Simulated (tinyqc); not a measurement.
Capacitance of parallel on-chip lines from Laplace's equation on a mesh: one step of the calculation.

Cross-section of an endless row of equal lines between two grounded planes; neighbours are driven in antiphase (+1 V and -1 V), so the plane midway between two lines is at 0 V. By symmetry one quarter is solved: x runs from the centre of a line (column 0, mirror) to that midplane (column 4, 0 V), y from the mid-height of the line (row 0, mirror) to the ground plane (row 4, 0 V). The line fills columns 0 to 2 and rows 0 to 2 at 1 V. Cells beside the line (below row 2) have e2, cells above have e1. Each link between nodes has the conductance g = mean permittivity of the two cells beside it (a cell beyond a mirror counts as 0), and the free nodes obey sum g (V_neighbour - V) = 0.

Task. Link conductances. gx[j, i] joins node (row j, column i) to column i + 1, gy[j, i] to row j + 1.

Values chosen for this exercise:
- e1 = 2.7 (relative permittivity above and below the lines)
- e2 = 1 (relative permittivity between the lines)

Find: gx; gy.

Result.

gx:
```
	col 0	col 1	col 2	col 3
row 0	0.50000	0.50000	0.50000	0.50000
row 1	1.0000	1.0000	1.0000	1.0000
row 2	1.8500	1.8500	1.8500	1.8500
row 3	2.7000	2.7000	2.7000	2.7000
row 4	1.3500	1.3500	1.3500	1.3500
```

gy:
```
	col 0	col 1	col 2	col 3	col 4
row 0	0.50000	1.0000	1.0000	1.0000	0.50000
row 1	0.50000	1.0000	1.0000	1.0000	0.50000
row 2	1.3500	2.7000	2.7000	2.7000	1.3500
row 3	1.3500	2.7000	2.7000	2.7000	1.3500
```

Numbers from tinyqc (`OMP_NUM_THREADS=1 python tinyqc.py 2790118 2790119 out.jsonl`; about 1 s on one thread of a shared Intel Xeon 2.30GHz).
